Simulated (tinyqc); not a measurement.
What moves the results: free and nearly free electrons in a metal. A value that a table varies takes the place of the one given here.

The cubic cell holds 4 atoms: n = 4 z/a^3, kF = (3 pi^2 n)^(1/3), EF = c kF^2/m, vF = 2 c kF/(m hbar), c = hbar^2/2m0; rs = (3/(4 pi n))^(1/3)/a0; D(EF) = 3 n/(2 EF).

Two plane waves k and k - G, G = (111) (2 pi/a): H = [[c k^2/m, V], [V, c (k - G)^2/m]] with c = hbar^2/2m0.

Square wire of width w with grain size w: rho/rho0 = 1/(1 - 3 al/2 + 3 al^2 - 3 al^3 ln(1 + 1/al)) + (3/4) (1 - p) l/w, with al = (l/w) Rg/(1 - Rg) (Mayadas-Shatzkes plus the thick-wire form of Fuchs-Sondheimer); l = hbar kF/(n e^2 rho), e = 1.602176634e-19 C.

Constants: hbar^2/2m0 = 3.80998211 eV angstrom^2; hbar = 6.58211957e-16 eV s; a0 (Bohr radius) = 0.5291772105 angstrom.

Parameters, chosen for this exercise (near those of Ag, whose d bands this model ignores; the results hold for these values, not for the real material): a = 4.119 angstrom (fcc lattice constant); z = 1 (free electrons an atom); m = 1 m0 (mass); rho = 1.61 micro-ohm cm (bulk resistivity); p = 0 (specularity of the surfaces); Rg = 0.19 (reflection at grain boundaries); w = 14 nm (wire width).

## When the Fermi surface touches the face

On the face the lower band is E = c (G^2/4 + q^2)/m - V, q along the face. EF is held at its free value. A neck opens where EF > c G^2/(4m) - V, with radius q; the second band fills where EF > c G^2/(4m) + V.

Necks:
```
V (eV)  lower band at the face centre (eV)  neck radius (1/angstrom)  radius/kF
0.2                                  6.449                         -          -
0.5                                  6.149                         -          -
0.8                                  5.849                         -          -
1.1                                  5.549                         -          -
1.4                                  5.249                    0.2092      0.175
1.8                                  4.849                    0.3857      0.323
2.2                                  4.449                    0.5037      0.422
2.6                                  4.049                    0.5989      0.502
```

EF = 5.416 eV
c G^2/(4m) = 6.649 eV

What does this show, and why?

Contact needs V > 1.233 eV. It is first met at V = 1.4 eV of those listed, and the radius then grows as the square root of the excess, to 0.502 kF at 2.6 eV. EF is held at its free value here; a count of states lowers it as V grows, strongly for V of an eV or more, so the threshold is a lower bound, the radii are upper bounds, and some necks may vanish.

## Resistivity of narrow wires

Wires:
```
w (nm)     al  grain term (factor - 1)  surface term  rho (micro-ohm cm)
200     0.062                    0.092         0.199                2.08
100     0.125                    0.181         0.399                2.54
50      0.249                    0.356         0.797                3.47
30      0.416                    0.585         1.329                4.69
20      0.623                    0.869         1.993                6.22
14      0.891                    1.230         2.847                8.17
10      1.247                    1.710         3.986               10.78
7       1.781                    2.427         5.695               14.69
```

l = 53.15 nm

What does this show, and why?

At 7 nm the resistivity is 9.12 times the bulk value; surfaces add more (2.43 from grains, 5.69 from surfaces). It passes twice the bulk value between 100 and 50 nm. The surface formula is meant for w above l = 53 nm, so the rows below that are rough.

## What sets the wire resistivity

All results formed anew. Each row changes one parameter from the base and keeps the others.

Results:
```
case                      EF (eV)  l (nm)  wire rho (micro-ohm cm)
base                        5.416   53.15                    8.175
a = 4.243 angstrom          5.104   56.40                    8.573
m = 1.2 m0                  4.513   53.15                    8.175
rho = 1.932 micro-ohm cm    5.416   44.29                    8.505
p = 0.3                     5.416   53.15                    6.800
Rg = 0.133                  5.416   53.15                    7.503
w = 9.8 nm                  5.416   53.15                   10.967
```

What can be read from the table?

The largest shifts from the base row, up to three for each result and ties (the steps differ in size, so this ranks the rows, not the parameters). EF (eV): m -0.903, a -0.312; unchanged at the printed digits by rho, p, Rg and w. l (nm): rho -8.86, a +3.25; unchanged at the printed digits by m, p, Rg and w. wire rho (micro-ohm cm): w +2.792, p -1.375, Rg -0.672; unchanged at the printed digits by m. The mass drops out of l at given rho, because vF falls and tau rises by the same factor.

Computed by tinyqc, a small Python program: `OMP_NUM_THREADS=1 python tinyqc.py 1682352 1682353 out.jsonl` (the numbers bound the seed that draws the inputs); one thread of a shared host (Intel(R) Xeon(R) Processor @ 2.30GHz), about 0.01 s for the whole set of steps.
